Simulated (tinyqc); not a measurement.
Hot electrons in a saturated n-channel MOSFET, lucky-electron model: two steps of the calculation.

Beyond pinch-off the lateral field grows as Esat cosh(y/l) over the velocity-saturated region (pseudo-two-dimensional model). Impact ionisation in this region gives the substrate current, which biases the body forward through Rsub. Currents are per width. Local-field laws: they overstate ionisation when the field peak is narrower than an energy relaxation length.

Parameters, values chosen for the exercise; values close to those of silicon n-channel devices: channel length L = 0.25 um; oxide thickness tox = 6.2 nm; junction depth xj = 100 nm; threshold VT = 0.67 V; effective mobility mu = 270 cm^2/(V s); saturation velocity vs = 8.2e6 cm/s; ionisation prefactor Ai = 2e6 1/cm; ionisation field Bi = 1.73 MV/cm; resistance of the lightly doped drain Rd = 200 ohm um; substrate resistance Rsub = 20000 ohm um; fall of VT per volt of forward body bias kb = 0.45; drain voltage Vd = 2.1 V; gate voltage Vg = 1.3 V.

Constants: eps0 = 8.8541878128e-14 F/cm where lengths are in cm. Results are converted to the units shown.

Task 1. Length and field scales. Cox = 3.9 eps0/tox, l = sqrt(3 tox xj), Esat = 2 vs/mu.

Wanted: Cox; l; Esat; Esat L.

Result 1.

Cox = 0.55696 uF/cm^2
l = 43.128 nm
Esat = 0.060741 MV/cm
Esat L = 1.5185 V

Task 2. Body bias from the substrate current. Cox = 3.9 eps0/tox. Overdrive g = Vg - VT + kb Vb; Vdsat = g Esat L/(g + Esat L); Id = Cox vs (g - Vdsat); dV = Vd - Id Rd - Vdsat; Em = sqrt((dV/l)^2 + Esat^2); Isub = Id (Ai/Bi) l Em exp(-Bi/Em). Vb(new) = Rsub Isub.

Vb at the start = 0 V
l = 43.127717 nm
Esat = 0.060740741 MV/cm

Wanted: Vdsat; Id; dV; Em; Isub; Vb after iteration 1.

Result 2.

Vdsat = 0.44527 V
Id = 84.368 uA/um
dV = 1.6379 V
Em = 0.38460 MV/cm
Isub = 1.8004 uA/um
Vb after iteration 1 = 0.036008 V

Numbers from tinyqc (`OMP_NUM_THREADS=1 python tinyqc.py 2550135 2550136 out.jsonl`; about 0.01 s on one thread of a shared Intel Xeon 2.30GHz).
